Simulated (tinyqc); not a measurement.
# Finite-difference solution of the diffusion equation on a small grid, step by step

A worked calculation. Computed by tinyqc, a small Python program that keeps every step. Command: `OMP_NUM_THREADS=1 python tinyqc.py 3029525 3029526 out.jsonl fdiff walk`. One thread of a shared host (Intel(R) Xeon(R) Processor @ 2.30GHz), about 0.01 s of CPU time with the checks. Intermediate numbers are printed to about 6 digits and carried at full precision; extremes and crossings named in words are read from the listed rows.

dC/dt = D d2C/dx2 on nodes x_j = j dx, j = 0..11; the far end is sealed.

Inputs (values chosen for the exercise): diffusivity D = 1.1 nm^2/s; grid spacing dx = 50 nm; time step dt = 540 s; final time t_f = 16200 s; loss velocity h = 0.022 nm/s.

Boundary at x = 0: surface loss. Scheme: implicit.

start values C_j, j = 0, 1, ... (% of a reference): [66.6, 100, 70.5, 9.43, 13.2, 0, 0, 0, 0, 0, 0, 0]

## Mesh ratio and operator

The operator M acts as (M C)_j = C_(j-1) - 2 C_j + C_(j+1); at the sealed far end a mirror node gives 2 C_(N-2) - 2 C_(N-1); at j = 0, the outward flux h C_0 gives 2 C_1 - (2 + 2 h dx/D) C_0. r = D dt/dx^2.

mesh ratio r = 0.2376

operator M, rows 0, 1, 2, 3, 4, 5, 6, 7, 8, 9, 10, 11:
```
[[-4, 2, 0, 0, 0, 0, 0, 0, 0, 0, 0, 0],
 [1, -2, 1, 0, 0, 0, 0, 0, 0, 0, 0, 0],
 [0, 1, -2, 1, 0, 0, 0, 0, 0, 0, 0, 0],
 [0, 0, 1, -2, 1, 0, 0, 0, 0, 0, 0, 0],
 [0, 0, 0, 1, -2, 1, 0, 0, 0, 0, 0, 0],
 [0, 0, 0, 0, 1, -2, 1, 0, 0, 0, 0, 0],
 [0, 0, 0, 0, 0, 1, -2, 1, 0, 0, 0, 0],
 [0, 0, 0, 0, 0, 0, 1, -2, 1, 0, 0, 0],
 [0, 0, 0, 0, 0, 0, 0, 1, -2, 1, 0, 0],
 [0, 0, 0, 0, 0, 0, 0, 0, 1, -2, 1, 0],
 [0, 0, 0, 0, 0, 0, 0, 0, 0, 1, -2, 1],
 [0, 0, 0, 0, 0, 0, 0, 0, 0, 0, 2, -2]]
```

## Amplification factors

The mode of M with eigenvalue mu has its amplitude multiplied per step by g = (1 + (1 - theta) r mu)/(1 - theta r mu), with theta = 0 explicit, 1 implicit, 1/2 Crank-Nicolson; the explicit scheme is stable for r up to 2/|mu_min|.

eigenvalues mu of M: [-4.82843, -3.97544, -3.78598, -3.43687, -2.96913, -2.42720, -1.85755, -1.30653, -0.81705, -0.42469, -0.15401, -0.01713]

factors g: [0.465715, 0.514254, 0.526440, 0.550479, 0.586351, 0.634235, 0.693792, 0.763108, 0.837429, 0.908343, 0.964699, 0.995945]

largest stable r of the explicit scheme = 0.414214

The smallest factor is 0.466: no mode changes sign, and all decay but one with mu = 0 where there is such a mode.

## Time step 1

C at the start (%): [66.60, 100.00, 70.50, 9.43, 13.20, 0.00, 0.00, 0.00, 0.00, 0.00, 0.00, 0.00]

With r = D dt/dx^2: (1 - theta r M) C(new) = (1 + (1 - theta) r M) C(old); theta = 0 explicit, 1 implicit, 1/2 Crank-Nicolson.

C after step 1 (%): [55.3811, 87.1536, 64.8587, 18.8209, 12.3073, 2.0365, 0.3370, 0.0558, 0.0092, 0.0015, 0.0003, 0.0001]

## Time step 2

The formulas are those given above.

C after step 2 (%): [46.9960, 76.3466, 60.2134, 24.5295, 12.8715, 3.5881, 0.8350, 0.1781, 0.0361, 0.0071, 0.0014, 0.0005]

## All steps

The run takes n = round(t_f/dt) steps of length t_f/n. The dose is the trapezoidal sum of C dx; the error is the largest difference from exp(M D t/dx^2) C(0), the exact time evolution on the same grid.

Course of the run:
```
step  t (s)      C_1      C_6  dose (% nm)  largest error
1       540  87.1536   0.3370      10663.6        1.97447
2      1080  76.3466   0.8350      10105.3        2.32112
3      1620  67.3212   1.4166       9624.1        2.33878
4      2160  59.7822   2.0438       9204.4        2.49264
5      2700  53.4588   2.6946       8834.5        2.47863
6      3240  48.1221   3.3530       8505.5        2.37387
7      3780  43.5859   4.0059       8210.7        2.22597
...     ...      ...      ...          ...            ...
24    12960  14.3217  10.0244       5598.5        0.58243
25    13500  13.6843  10.1010       5512.9        0.54573
26    14040  13.0930  10.1592       5431.1        0.51215
27    14580  12.5433  10.2007       5352.8        0.48624
28    15120  12.0310  10.2274       5277.9        0.46424
29    15660  11.5528  10.2406       5206.0        0.44343
30    16200  11.1056  10.2420       5137.0        0.42375
```

C at the end (%): [5.8073, 11.1056, 14.5216, 15.7398, 15.0037, 12.9293, 10.2420, 7.5603, 5.2918, 3.6352, 2.6469, 2.3205]

largest error at t_f = 0.423755 %

final dose = 5137.01 % nm

final C_6 = 10.2420 %

The time-step error at the end is 0.42 on a scale of 15.7. The dose falls through the surface.

## The three schemes as the step is halved

Each run reaches t_f in n equal steps; errors are the largest difference from exp(M D t_f/dx^2) C(0). A dash marks unstable explicit runs.

Largest error at t_f (%):
```
steps n        r  explicit  implicit  Crank-Nicolson
4        1.78200         -   3.34097     8.95874e-01
8        0.89100         -   1.60528     8.33283e-02
16       0.44550         -   0.79805     2.08936e-02
32       0.22275  0.391804   0.39713     5.23822e-03
64       0.11138  0.196660   0.19799     1.31048e-03
128      0.05569  0.098508   0.09884     3.27679e-04
256      0.02784  0.049297   0.04938     8.19235e-05
```

From the last two rows, halving the step divides the error by 2.00 (explicit), 2.00 (implicit), 4.00 (Crank-Nicolson): a factor 2 marks first order in dt and 4 second order. The explicit scheme needs n of at least 18 to be stable; the other two are stable at any step.

Checks made by the program: matrix exponential against 4096 Crank-Nicolson steps (relative difference 2e-08).
